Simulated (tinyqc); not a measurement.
# Crystallisation kinetics and data retention of a phase-change cell: two studies

Johnson-Mehl-Avrami-Kolmogorov law X = 1 - exp(-y^n), y = integral of k dt, k = (1/100 s) exp[-(Ec q/kB)(1/T - 1/T1)].

Values chosen for this exercise; values of the order of Ge-Sb-Te and related chalcogenides: activation energy of crystallisation Ec = 1.94 eV; temperature at which the rate k is 1/(100 s) T1 = 436 K; Avrami exponent n = 2.5; crystalline share at which the state is lost Xf = 0.3; storage temperature T = 336 K.

Constants: q = 1.602176634e-19 C, kB = 1.380649e-23 J/K. Results are converted to the units shown.

Each table varies one quantity; the others keep the values above.

## Kissinger analysis

Tp is the temperature of the largest dX/dt on a ramp of rate b (b in K/min in the logarithm).

Kissinger analysis:
```
b (K/min)  Tp (K)  q/kB Tp (1/eV)  ln(b/Tp^2)  X at the peak
0.5        418.17          27.751     -12.765        0.62690
1          423.42          27.406     -12.097        0.62684
2          428.81          27.062     -11.429        0.62677
5          436.15          26.607     -10.547        0.62669
10         441.86          26.263     -9.8794        0.62662
20         447.73          25.919     -9.2126        0.62655
50         455.71          25.464     -8.3317        0.62646
100        461.95          25.121     -7.6657        0.62638
```

Tp rises from 418 to 462 K. The slope of ln(b/Tp^2) against q/kB Tp between the end rows is -1.939 eV, against Ec = 1.94 eV, and X at the peak stays near 1 - 1/e = 0.632 (0.627 to 0.626).

## Effect of the activation energy at a fixed measured point

Same model as above.

At fixed T the state fails at t = (-ln(1 - Xf))^(1/n)/k; ten years are 3.15576e8 s. k at T1 is held.

Result of one run:
```
Ec (eV)  temperature for ten years (K)  time to fail at T (years)
3                               365.59                      43899
```

What becomes of these results when the activation energy of crystallisation Ec is changed from 3 to 3.6 eV, all else the same?

Result of the changed run:
```
Ec (eV)  temperature for ten years (K)  time to fail at T (years)
3.6                             375.71                   5.0884e6
```

The whole series:
```
Ec (eV)  temperature for ten years (K)  time to fail at T (years)
1.5                             314.76                    0.30348
1.8                             330.06                     3.2673
2.1                             341.93                     35.177
2.4                             351.41                     378.72
2.7                             359.15                     4077.4
3                               365.59                      43899
3.3                             371.04                   4.7262e5
3.6                             375.71                   5.0884e6
```

The ten-year temperature rises from 315 to 376 K, and the projected life at 336 K spans 7.22 decades: an error of 0.1 eV changes it by a factor of 2.21.

Range of the model: One Arrhenius rate is assumed; incubation, growth from the boundary and the non-Arrhenius kinetics of the supercooled liquid are left out.

Program tinyqc, `OMP_NUM_THREADS=1 python tinyqc.py 2490109 2490110 out.jsonl`; Intel Xeon 2.30GHz, shared host, one thread, about 0.01 s.
